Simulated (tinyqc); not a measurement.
# Changing the back recombination velocity S_b

Model: surface photovoltage measurement of the minority-carrier diffusion length in a wafer. Computed by tinyqc, a small Python program. Command: `OMP_NUM_THREADS=1 python tinyqc.py 3130130 3130131 out.jsonl spv sweep`. One thread of a shared host (Intel(R) Xeon(R) Processor @ 2.30GHz), about 0.01 s of CPU time with the checks.

Low injection, steady light, a depletion layer much thinner than 1/alpha and L. The excess density dn is taken at the front edge of the neutral region; light that reaches the back is lost.

Inputs (values chosen for the exercise, modelled on p-type silicon at room temperature):

| quantity | value | unit |
|---|---|---|
| diffusion length L | 96 | micrometre |
| wafer thickness W | 775 | micrometre |
| diffusivity D | 32.2 | cm^2/s |
| front recombination velocity S_f | 16000 | cm/s |
| photon flux entering | 1e+12 | 1/(cm^2 s) |
| minority density at the surface barrier scale n_0 | 1.7e+10 | 1/cm^3 |
| temperature T | 298 | K |
| wavelength | 842 | nm |
| relative noise of each reading | 1 | % |
| diffusion length after pair splitting over L | 0.52 | - |
| iron factor C | 1.07e+16 | micrometre^2/cm^3 |

normal deviates g for the noise: 0.33  0.93  -1.10  -0.51  -0.62  -1.63  0.54

Constants: k_B = 8.617333262e-05 eV/K.

Method:
- alpha = (84.732/lambda - 76.417)^2 per cm with lambda in micrometre (an empirical fit for silicon between 0.7 and 1.05 micrometre).
- Thick wafer: dn = Phi L/((S_f + D/L)(L + 1/alpha)). Finite wafer, with s = S_b L/D, w = W/L, a = alpha L: dn = [Phi a/(a^2 - 1)] [a - B - exp(-alpha W)(a - s)/(cosh w + s sinh w)]/(S_f + B D/L), B = (sinh w + s cosh w)/(cosh w + s sinh w).
- Photovoltage V = (k_B T/e) ln(1 + dn/n_0). Lifetime = L^2/D.
- Readings y = (Phi/dn) (1 + noise x g) at 780, 830, 880, 920, 950, 975 and 995 nm; a least-squares line y = c (1/alpha + L_app) gives L_app = intercept/slope.
- Splitting iron-boron pairs in boron-doped silicon shortens L; with nothing else changing, [Fe] = C (1/L_after^2 - 1/L^2). It is evaluated with the true lengths and with the apparent ones (without noise), which differ when the wafer is not thick against L.

One run for each value:

| back recombination velocity S_b (cm/s) | apparent length L_app (micrometre) | B | dn, finite wafer (1/cm^3) | bias, apparent over true less 1 (rounded to 0.001) (%) |
|---|---|---|---|---|
| 1.00e+00 | 95.957 | 1.0000 | 4.3874e+07 | 0.001 |
| 1.00e+01 | 95.957 | 1.0000 | 4.3874e+07 | 0.001 |
| 1.00e+02 | 95.957 | 1.0000 | 4.3874e+07 | 0.001 |
| 1.00e+03 | 95.957 | 1.0000 | 4.3874e+07 | 0.000 |
| 1.00e+04 | 95.956 | 1.0000 | 4.3874e+07 | 0.000 |
| 1.00e+05 | 95.955 | 1.0000 | 4.3874e+07 | -0.001 |
| 1.00e+06 | 95.955 | 1.0000 | 4.3874e+07 | -0.001 |
| 1.00e+07 | 95.955 | 1.0000 | 4.3874e+07 | -0.001 |

What does the table show?

Over the rows, apparent length L_app (micrometre) falls from 95.9572 to 95.9553; B rises from 0.9999998 to 1.000000; dn, finite wafer (1/cm^3) falls from 4.387420e7 to 4.387419e7.

Extremes, crossings and ranges named in words are read from the listed rows.
